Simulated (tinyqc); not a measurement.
Resistance of a tapered via with liner, size effect and interface: via resistance against the diameter at the bottom.

A round via whose diameter grows from db at the bottom as D(z) = db + 2 z/tan(ang). The fill, of diameter D - 2 tl, starts above the bottom liner (thickness fb tl) and has rho = rho0 (1 + ks lam/(D - 2 tl)); the sidewall liner conducts in parallel with it. The bottom liner and the interface are crossed over the full area pi db^2/4. Spreading in the lines above and below is left out.

Slices between z0 = fb tl and hv, evaluated at their midpoints: conductance per length pi/4 [(D - 2 tl)^2/rho + (D^2 - (D - 2 tl)^2)/rl], slice resistance = slice height over that. 2000 slices. R_fill = sum of the slices; R_bottom = rl fb tl/(pi db^2/4); R_interface = ri/(pi db^2/4); ballistic (Sharvin) limit 1/(Sb pi (db - 2 tl)^2/4); ideal cylinder rho0 hv/(pi db^2/4).

Values chosen for this exercise; fill metal close to tungsten: height hv = 66 nm; sidewall angle ang = 88 degrees; bulk resistivity of the fill rho0 = 5.22 uohm cm; mean free path of the fill lam = 15.1 nm; size-effect factor ks = 0.7; liner on the sidewall tl = 2.3 nm; liner at the bottom over that on the sidewall fb = 1; resistivity of the liner rl = 200 uohm cm; interface resistivity at the bottom ri = 1.6e-12 ohm cm^2; ballistic conductance per area, about 3/(4 rho0 lam) Sb = 9.1e14 S/m^2.

Via resistance against the diameter at the bottom:
```
db (nm)	R_fill (ohm)	R_bottom (ohm)	R_interface (ohm)	R (ohm)	ballistic limit (ohm)	R over ideal cylinder	largest part
8.3	327.0	85.02	2.957	415.0	102.2	6.517	fill
11	123.1	48.40	1.684	173.2	34.16	4.777	fill
16	39.39	22.88	0.7958	63.07	10.77	3.681	fill
22	16.53	12.10	0.4209	29.05	4.621	3.205	fill
30	7.534	6.508	0.2264	14.27	2.169	2.927	fill
42	3.371	3.320	0.1155	6.807	1.000	2.737	fill
58	1.613	1.741	0.06056	3.414	0.4907	2.618	bottom liner
80	0.7927	0.9151	0.03183	1.740	0.2461	2.538	bottom liner
```

What does the table show?

R falls from 415 to 1.74 ohm. The fill is the largest part at db = 8.3, the bottom liner from 58 on. R goes as db^(-3.10) between the first two rows and db^(-2.10) between the last two; area alone gives -2.

Computed by the program tinyqc: `OMP_NUM_THREADS=1 python tinyqc.py 2750199 2750200 out.jsonl`, one thread of a shared Intel Xeon 2.30GHz, about 0.01 s for the whole run.
